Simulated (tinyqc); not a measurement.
Quaternary alloy A(x)B(1-x)C(y)D(1-y) matched to a substrate, step by step. Values are carried at full precision from step to step, so a last printed digit may differ when a step is redone from the rounded ones.

Matching a(x,y) = a_s gives x = (a_s - y a_BC - (1 - y) a_BD)/(y (a_AC - a_BC) + (1 - y)(a_AD - a_BD)).
Constants: hc = 1239.841984 eV nm.

Inputs chosen for the exercise (AC, AD, BC, BD near GaAs, GaP, InAs and InP; substrate near GaAs; the results hold for these values, not for the real material):
- a = (5.66, 5.446, 6.064, 5.869) angstrom (lattice constants of AC, AD, BC, BD)
- a_s = 5.66 angstrom (substrate)
- y = 0.87 (fraction of C)
- Eg = (1.527, 2.865, 0.42, 1.43) eV (gaps at Gamma of AC, AD, BC, BD)
- Cb = (0.545, 0.612, 0.216, 0.1) eV (bowing of ABC, ABD, ACD, BCD)
- dx = 0.03 (error of x in growth)

## The matched composition

Give numerator, denominator and x.

numerator = -0.37865 angstrom
denominator = -0.40647 angstrom
x = 0.9316

## The gap by rule 1

Q(x,y) = x y Q_AC + x (1 - y) Q_AD + (1 - x) y Q_BC + (1 - x)(1 - y) Q_BD for the lattice constant. Gap, rule 1: Q(x,y) - x (1 - x)[y C_ABC + (1 - y) C_ABD] - y (1 - y)[x C_ACD + (1 - x) C_BCD]. Rule 2 (mean of ternaries): {x (1 - x)[y T_ABC(x) + (1 - y) T_ABD(x)] + y (1 - y)[x T_ACD(y) + (1 - x) T_BCD(y)]}/{x (1 - x) + y (1 - y)}, T_ABC(x) = x E_AC + (1 - x) E_BC - C_ABC x (1 - x), T_ACD(y) = y E_AC + (1 - y) E_AD - C_ACD y (1 - y), and alike. Only the Gamma valley is followed.

Give the four weights, the bilinear part, the two bowing terms, the gap and hc/gap.

weights of AC, AD, BC, BD: 0.8105  0.1211  0.0595  0.0089

bilinear part = 1.6223 eV

bowing terms (eV): 0.0353  0.0235

gap = 1.5634 eV
wavelength = 793 nm

## The gap by rule 2

Give the four ternary gaps and their weighted mean.

T_ABC, T_ABD, T_ACD, T_BCD (eV): 1.4165  2.7278  1.6765  0.5400

gap = 1.5945 eV

Rule 2 lies 31 meV above rule 1: it averages the two bowing terms where rule 1 adds them. Both agree on the ternary edges.

## An error in composition

Replace x by x + dx; mismatch (a_s - a)/a and change of the relaxed gap by rule 1.

a = 5.6478 angstrom
mismatch = 0.216 %
change of the gap = 48.9 meV

The layer would be under tension; the strain shift of the gap is not included.

## Checks

- Lattice constant at the matched composition against a_s (angstrom): both 5.6600.
- Rule 2 as a mean of ternaries against its form with averaged bowing (eV): both 1.5945.

Program tinyqc; command `OMP_NUM_THREADS=1 python tinyqc.py 1050474 1050475 out.jsonl`; about 0.01 s on one thread of a shared Intel(R) Xeon(R) Processor @ 2.30GHz.
